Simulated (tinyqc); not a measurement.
Drifting, spreading and decaying minority pulse (Haynes-Shockley), explicit time steps: course in time.

Low injection in a uniform field: dn/dt = D d2n/dx2 - v dn/dx - n/tau with D = mu Vt and v = mu F towards +x. Exact solution on an infinite bar for a Gaussian start at x0: n = N0 exp(-t/tau) exp(-(x - x0 - v t)^2/(2 s^2))/sqrt(2 pi s^2), s^2 = s0^2 + 2 D t.

Exponentially fitted fluxes: d = F hx/Vt, B(d) = d/(exp(d) - 1), k = D dt/hx^2; (L n)_i = a n_(i-1) + b n_i + c n_(i+1) with a = k B(-d), c = k B(d), b = -a - c - dt/tau. Explicit steps keep n positive for dt up to 1/[(D/hx^2)(B(d) + B(-d)) + 1/tau].

Start: Nodes x_i = i hx, i = 1 to 10, n = 0 at nodes 0 and 11; the Gaussian at t = 0 with x0 = 4 hx.

(L n)_i = a n_(i-1) + b n_i + c n_(i+1), n = 0 beyond the ends. Explicit step: n(new) = n + L n.

The same steps, now on nodes 1 to 60 (n = 0 at nodes 0 and 61), for 24 steps; centre = sum x n/sum n. Deviations are from the exact pulse, as a share of its largest value on the nodes; a run counts as stable if they stay under 100 %.

Values chosen for this exercise; mobility close to that of indium phosphide at room temperature: temperature T = 300 K; minority-carrier mobility mu = 200 cm^2/(V s); sweep field along the drift F = 3 V/cm; mesh step hx = 54 um; lifetime tau = 0.00013 s; injected sheet density N0 = 2e10 cm^-2; time step dt = 1.9e-6 s; initial width (standard deviation) s0 = 63 um.

Constants: q = 1.602176634e-19 C, kB = 1.380649e-23 J/K, Vt = kB T/q. Results are converted to the units shown.

Course of the iteration:
```
step  hx sum n (cm^-2)  centre (um)  most negative n (cm^-3), 0 if none  largest deviation (% of the peak)
1           1.96274e10      228.491                                   0                               3.22
2           1.92305e10      241.433                                   0                               4.18
3           1.88168e10      254.785                                   0                               3.46
4           1.84089e10      268.278                                   0                               3.79
5           1.80147e10      281.791                                   0                               3.73
6           1.76369e10      295.264                                   0                               5.04
7           1.72759e10      308.666                                   0                               6.26
8           1.69309e10      321.985                                   0                               7.19
9           1.66008e10      335.215                                   0                               8.00
...                ...          ...                                 ...                                ...
16          1.46144e10      425.507                                   0                               11.0
17          1.43664e10      438.123                                   0                               11.1
18          1.41254e10      450.681                                   0                               11.1
19          1.38908e10      463.184                                   0                               11.3
20          1.36624e10      475.637                                   0                               11.4
21          1.34396e10      488.041                                   0                               11.6
22          1.32223e10      500.401                                   0                               11.7
23          1.30100e10      512.720                                   0                               11.8
24          1.28025e10      524.998                                   0                               11.9
```

Is this run stable, and what does its course show?

Yes. The run is stable. After 24 steps the deviation is 12 % of the peak. From step 1 to the last the centre has moved at 1.13 v and the content is 9.1 % below N0 exp(-t/tau). On an endless mesh these steps would give a speed of 1.01 v and a content of 0.997 times the exact one, from dt/tau = 0.0146 alone; the rest comes from the absorbing ends.

tinyqc, about 0.01 s, one thread, Intel Xeon 2.30GHz (shared host): `OMP_NUM_THREADS=1 python tinyqc.py 2310134 2310135 out.jsonl`
